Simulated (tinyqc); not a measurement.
Plane-wave Kohn-Sham cycle with exchange-only LDA in a layered model solid, step by step. One step of it, computed by the program tinyqc.

Task: Iteration 1: levels at that k. Diagonalise the Hermitian matrix.

H (hartree), lower triangle:
```
           -3         -2         -1         +0         +1         +2        +3
-3   1.087155
-2  -0.265000   0.353683
-1   0.000000  -0.265000  -0.086401
+0   0.000000   0.000000  -0.265000  -0.233095
+1   0.000000   0.000000   0.000000  -0.265000  -0.086401
+2   0.000000   0.000000   0.000000   0.000000  -0.265000   0.353683
+3   0.000000   0.000000   0.000000   0.000000   0.000000  -0.265000  1.087155
```

Give: eigenvalues.

Result:

eigenvalues (hartree): -0.5756  -0.2211  0.0651  0.3971  0.4529  1.1784  1.1789
